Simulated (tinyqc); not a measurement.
The three schemes as the step is halved: finite-difference solution of the diffusion equation on a small grid. Computed by tinyqc, a small Python program. Command: `OMP_NUM_THREADS=1 python tinyqc.py 3011394 3011395 out.jsonl fdiff walk`. One thread of a shared host (Intel(R) Xeon(R) Processor @ 2.30GHz), about 0.01 s of CPU time with the checks.

dC/dt = D d2C/dx2 on nodes x_j = j dx, j = 0..7; the far end is sealed.

Inputs (values chosen for the exercise):
```
quantity         value    unit
diffusivity D     0.13  nm^2/s
grid spacing dx     25      nm
time step dt      1300       s
final time t_f   20800       s
```

Boundary at x = 0: sealed surface. Scheme: explicit.

start values C_j, j = 0, 1, ... (% of a reference): 75.6  100  70.7  11.7  7.87  0  0  0

Method:
- The operator M acts as (M C)_j = C_(j-1) - 2 C_j + C_(j+1); at the sealed far end a mirror node gives 2 C_(N-2) - 2 C_(N-1); at j = 0, a mirror node gives 2 C_1 - 2 C_0.
- r = D dt/dx^2.
- The mode of M with eigenvalue mu has its amplitude multiplied per step by g = (1 + (1 - theta) r mu)/(1 - theta r mu), with theta = 0 explicit, 1 implicit, 1/2 Crank-Nicolson; the explicit scheme is stable for r up to 2/|mu_min|.
- With r = D dt/dx^2: (1 - theta r M) C(new) = (1 + (1 - theta) r M) C(old); theta = 0 explicit, 1 implicit, 1/2 Crank-Nicolson.
- Each run reaches t_f in n equal steps; errors are the largest difference from exp(M D t_f/dx^2) C(0). A dash marks unstable explicit runs.

largest stable r of the explicit scheme = 0.5

Largest error at t_f (%):
```
steps n       r  explicit  implicit  Crank-Nicolson
4        1.0816         -    2.6639      3.0255e-01
8        0.5408         -    1.3981      4.9341e-02
16       0.2704   0.72545    0.7116      1.2268e-02
32       0.1352   0.36175    0.3583      3.0622e-03
64       0.0676   0.18054    0.1797      7.6525e-04
128      0.0338   0.09017    0.0900      1.9129e-04
256      0.0169   0.04506    0.0450      4.7822e-05
```

From the last two rows, halving the step divides the error by 2.00 (explicit), 2.00 (implicit), 4.00 (Crank-Nicolson): a factor 2 marks first order in dt and 4 second order. The explicit scheme needs n of at least 9 to be stable; the other two are stable at any step.

Extremes, crossings and ranges named in words are read from the listed rows.
